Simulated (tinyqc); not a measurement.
Extended Hueckel theory, for H4+, step by step. The parameters take no account of the charge, which enters only through the electron count. One step of it, computed by the program tinyqc.

Question. Orbitals. Solve H C = S C e through S^(-1/2); fill by pairs from the bottom, a degenerate level sharing its electrons equally; each orbital has its largest coefficient positive (the first on a tie).

H (eV), order 1H 1s, 2H 1s, 3H 1s, 4H 1s:
$$\begin{pmatrix}
-13.600000 & -11.627959 & -2.161173 & -0.478567 \\
-11.627959 & -13.600000 & -7.931698 & -2.161173 \\
-2.161173 & -7.931698 & -13.600000 & -11.627959 \\
-0.478567 & -2.161173 & -11.627959 & -13.600000
\end{pmatrix}$$

overlap S, order 1H 1s, 2H 1s, 3H 1s, 4H 1s:
$$\begin{pmatrix}
1.000000 & 0.569998 & 0.105940 & 0.023459 \\
0.569998 & 1.000000 & 0.388809 & 0.105940 \\
0.105940 & 0.388809 & 1.000000 & 0.569998 \\
0.023459 & 0.105940 & 0.569998 & 1.000000
\end{pmatrix}$$

valence electrons = 3

Give: orbital energies; occupations; coefficients; sum of one-electron energies.

Answer.

orbital energies (eV): [-16.833, -15.139, -6.960, 2.639]

occupations: [2.000, 1.000, 0.000, 0.000]

coefficients, order 1H 1s, 2H 1s, 3H 1s, 4H 1s:
$$\begin{pmatrix}
0.311 & 0.514 & 0.789 & -0.733 \\
0.407 & 0.350 & -0.604 & 1.076 \\
0.407 & -0.350 & -0.604 & -1.076 \\
0.311 & -0.514 & 0.789 & 0.733
\end{pmatrix}$$

sum of one-electron energies = -48.805 eV
